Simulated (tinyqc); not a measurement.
Front-illuminated p-i-n photodiode, quantum efficiency and bandwidth: two steps of the calculation.

Light enters through a p layer (0 to xp), a depleted layer (xp to xp + wi) and a thick n substrate, decaying as exp(-al x); one pass, no back reflection. Carriers made in the depleted layer are all collected; those in the neutral layers diffuse.

Inputs (values chosen for the exercise); values close to those of silicon at this wavelength: wavelength lam = 850 nm; absorption coefficient al = 554 1/cm; reflectance of the front face Rf = 0.05; relative permittivity eps_r = 11.5; thickness of the front p layer xp = 0.12 um; thickness of the depleted layer wi = 6.5 um; electron diffusion coefficient in the p layer Dn = 9.6 cm^2/s; electron diffusion length in the p layer Ln = 0.43 um; recombination velocity of the front surface S = 1e6 cm/s; hole diffusion length in the thick n substrate Lp = 15 um; electron drift velocity ve = 9.77e6 cm/s; hole drift velocity vh = 6.82e6 cm/s; diameter dia = 28 um; load resistance RL = 50 ohm; parasitic capacitance Cp = 80 fF; modulation frequency f = 4.9 GHz.

Constants: q = 1.602176634e-19 C, h = 6.62607015e-34 J s, c = 299792458 m/s, eps0 = 8.8541878128e-14 F/cm where lengths are in cm. Results are converted to the units shown.

Task 1. Quantum efficiency. k = al Ln, s = S Ln/Dn, e = exp(-al xp); front layer f1 = (k/(k^2 - 1)) {[s + k - e (s cosh(xp/Ln) + sinh(xp/Ln))]/[s sinh(xp/Ln) + cosh(xp/Ln)] - k e}; depleted layer f2 = e (1 - exp(-al wi)); substrate f3 = e exp(-al wi) al Lp/(1 + al Lp); external efficiency (1 - Rf)(f1 + f2 + f3); responsivity = efficiency q lam/(h c).

Wanted: s; f1; f2; f3; external efficiency; responsivity.

Result 1.

s = 4.479
f1 = 0.004717
f2 = 0.3004
f3 = 0.3145
external efficiency = 0.5886
responsivity = 0.4036 A/W

The front layer absorbs 0.663 % of the light that enters and collects 71.2 % of that. Diffusion from the neutral layers makes up 51.5 % of the current.

Task 2. Response at one frequency. Drift response for pairs made in the depleted layer, a = al wi, g = 1 - exp(-a), u = 2 pi i f, te = wi/ve, th = wi/vh: electrons He = [g - a (exp(-a) - exp(-u te))/(u te - a)]/(u te g), holes Hh = [g - a (1 - exp(-a - u th))/(a + u th)]/(u th g); C = eps0 eps_r pi (dia/2)^2/wi + Cp; total |He + Hh|/sqrt(1 + (2 pi f RL C)^2), for the current of the depleted layer alone.

Find: te; th; He; Hh; |He + Hh|; C; total response.

Result 2.

te = 66.530 ps
th = 95.308 ps
He = 0.36158-0.29969i
Hh = 0.22687-0.29310i
|He + Hh| = 0.83527
C = 89.646 fF
total response = 0.82743

The drift response alone falls to 1/sqrt(2) at 6.82 GHz and the RC term alone at 35.5 GHz; together they give 6.64 GHz.

Program tinyqc, `OMP_NUM_THREADS=1 python tinyqc.py 2250040 2250041 out.jsonl`; Intel Xeon 2.30GHz, shared host, one thread, about 0.01 s.
